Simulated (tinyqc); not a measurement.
Printed widths: electron-beam lithography: double-Gaussian proximity function, edge placement and dose correction for parallel lines. Computed by tinyqc, a small Python program. Command: `OMP_NUM_THREADS=1 python tinyqc.py 3113815 3113816 out.jsonl proximity walk`. One thread of a shared host (Intel(R) Xeon(R) Processor @ 2.30GHz), about 0.01 s of CPU time with the checks.

Lines are infinitely long. Absorbed energy is counted so that the middle of a very large area written at dose 1 receives 1; the resist develops where it exceeds 1/2.

Inputs (values chosen for the exercise, of the order of those for 30 keV electrons in resist on silicon): forward range alpha = 0.016 micrometre; backscatter range beta = 4.7 micrometre; backscatter ratio eta = 0.9.

line widths (micrometre): 0.62  4.9  3.2  0.072  1

gaps between the lines (micrometre): 1.4  0.12  1.8  0.12

Method:
- The first line starts at x = 0; each next one starts after the width and the gap.
- f(r) = [exp(-r^2/alpha^2)/alpha^2 + eta exp(-r^2/beta^2)/beta^2]/(pi (1 + eta)). A line from a to b at dose d gives E(x) = d [S(alpha) + eta S(beta)]/(1 + eta), S(s) = [erf((b - x)/s) - erf((a - x)/s)]/2.
- M_ij is the mean of E at the two edges of line i from line j at dose 1.
- Uncorrected edge energies are M 1. Solve M d = 1/2 for the doses d that put the mean edge energy of every line at the threshold.
- Edges are the roots of E(x) = 1/2 between a line centre and the middle of the next gap. Three cases: dose 1 everywhere; one common dose equal to the mean of d; the corrected doses.

Lines (micrometre):
```
line  left edge  right edge  centre
1         0.000       0.620   0.310
2         2.020       6.920   4.470
3         7.040      10.240   8.640
4        12.040      12.112  12.076
5        12.232      13.232  12.732
```

corrected doses: 1 1.27422, 2 0.84345, 3 0.81768, 4 1.18992, 5 1.27672

Width error, printed less drawn (nm):
```
line  drawn width (nm)  dose 1  mean dose  corrected
1                  620  -6.484     -2.380   0.001849
2                 4900   9.598     14.530   0.005663
3                 3200  10.250     15.202   0.006605
4                   72  -4.588     -0.547   0.000181
5                 1000  -7.743     -3.577   0.002151
```

What follows from these numbers?

With the common mean dose the errors span 18.8 nm. With corrected doses the largest error is below 0.01 nm.

Extremes, crossings and ranges named in words are read from the listed rows.
